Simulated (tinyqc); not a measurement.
# Input admittance of a MOSFET at zero drain bias: distributed channel and distributed gate: effects of single changes

Source and drain grounded, strong inversion, w = 2 pi f, Cox = eps0 eox/tox. The channel is an RC line of resistance 1/(mu Cox Vo) per square fed from both ends, so one finger has the intrinsic admittance y = i w Cox L tanh(g)/g per width, g = (1/2) sqrt(i w tau), tau = L^2/(mu Vo). The vertical resistance rv/L is in series with y, the overlaps 2 i w Cov in parallel: y_t = 1/(1/y + rv/L) + 2 i w Cov. The gate strip is a line of Rsh/L per length loaded by y_t, so a finger has Y = y_t Wf tanh(k)/k, k = (Wf/sd) sqrt(y_t Rsh/L); the device has Nf Y.

Parameters, values chosen for the exercise; values of the order met in silicon radio-frequency transistors:

| symbol | value | unit | meaning |
|---|---|---|---|
| eox | 3.9 |  | relative permittivity of the gate insulator (close to silicon dioxide) |
| tox | 1.6 | nm | insulator thickness |
| L | 0.5 | um | channel length |
| Wf | 0.57 | um | finger width |
| Nf | 64 |  | number of fingers |
| mu | 310 | cm^2/(V s) | channel mobility |
| Vo | 0.67 | V | gate overdrive |
| Rsh | 17 | ohm/square | sheet resistance of the gate |
| rv | 0 | ohm um^2 | vertical resistivity of the gate stack |
| sd | 1 |  | number of ends at which a finger is contacted |
| Cov | 0.36 | fF/um | overlap and fringe capacitance on each side |
| f | 25 | GHz | frequency |

Constants: eps0 = 8.8541878128e-14 F/cm where lengths are in cm. Results are converted to the units shown.

Each table varies one quantity; the others keep the values above.

## Input impedance against frequency

Low-frequency limits, with c = Cox L and ct = c + 2 Cov: R_strip = Rsh Wf/(3 sd^2 L Nf), R_ch = (c/ct)^2 L/(12 mu Cox Vo Wf Nf), R_vert = (c/ct)^2 rv/(L Wf Nf), C = ct Wf Nf. Z = 1/(Nf Y) = R + 1/(i w C), Q = |Im Z|/R, far-point signal |1/cosh k|.

The same in every row: low-frequency R (ohm) = 2.340.

Input impedance against frequency:
```
f (GHz)    w tau      |k|  R (ohm)  C (fF)      Q  signal at the far point
0.2      0.01513  0.01264    2.340   419.9  809.8                    1.000
0.6      0.04538  0.02189    2.340   419.9  269.9                    1.000
1        0.07563  0.02827    2.340   419.9  162.0                    1.000
4         0.3025  0.05652    2.340   419.9  40.50                    1.000
9         0.6807  0.08470    2.340   419.6  18.01                   0.9998
20         1.513   0.1257    2.337   418.3  8.140                   0.9991
50         3.781   0.1937    2.321   410.0  3.345                   0.9948
100        7.563   0.2545    2.267   383.9  1.829                   0.9849
300        22.69   0.3344    1.854   257.1  1.113                   0.9643
```

R falls from 2.34 to 1.85 ohm and C falls from 420 to 257 fF. Q goes as f^(-1.00) between the first two rows and f^(-0.45) between the last two, where w tau = 22.7 and |k| = 0.334. The low-frequency limits hold both R and C within 5 % up to f = 50 GHz among the rows.

## Effect of the channel length

Same model as above.

Result of one run:
```
L (um)  w tau     |k|  R (ohm)  low-frequency R (ohm)  C (fF)      Q  signal at the far point
0.42    1.334  0.1416    1.955                  1.957   355.8  9.152                   0.9989
```

What becomes of these results when the channel length L is changed from 0.42 to 0.8 um, all else the same?

Result of the changed run:
```
L (um)  w tau     |k|  R (ohm)  low-frequency R (ohm)  C (fF)      Q  signal at the far point
0.8     4.840  0.1328    3.775                  3.820   632.8  2.665                   0.9969
```

The whole series:
```
L (um)     w tau      |k|  R (ohm)  low-frequency R (ohm)  C (fF)      Q  signal at the far point
0.03    0.006807   0.1989    1.717                  1.717   49.88  74.35                   0.9999
0.058    0.02544   0.1717   0.9893                 0.9893   71.93  89.47                   0.9999
0.11     0.09151   0.1562   0.7888                 0.7888   112.9  71.50                   0.9999
0.22      0.3660   0.1468    1.075                  1.075   199.4  29.71                   0.9997
0.42       1.334   0.1416    1.955                  1.957   355.8  9.152                   0.9989
0.8        4.840   0.1328    3.775                  3.820   632.8  2.665                   0.9969
1.6        19.36  0.09790    6.790                  7.856   884.6  1.060                   0.9967
3          68.07  0.06830    7.442                  14.97   808.9  1.058                   0.9984
```

As L goes from 0.03 to 3, R goes from 1.72 through a minimum of 0.789 (at L = 0.11 among the rows listed) to 7.44 ohm, C goes from 49.9 through a maximum of 885 (at L = 1.6 among the rows listed) to 809 fF and Q goes from 74.3 through a maximum of 89.5 (at L = 0.058 among the rows listed) to 1.06. R_strip falls as 1/L while R_ch grows with L, which gives the minimum of R.

Computed by the program tinyqc: `OMP_NUM_THREADS=1 python tinyqc.py 2262104 2262105 out.jsonl`, one thread of a shared Intel Xeon 2.30GHz, about 0.01 s for the whole run.
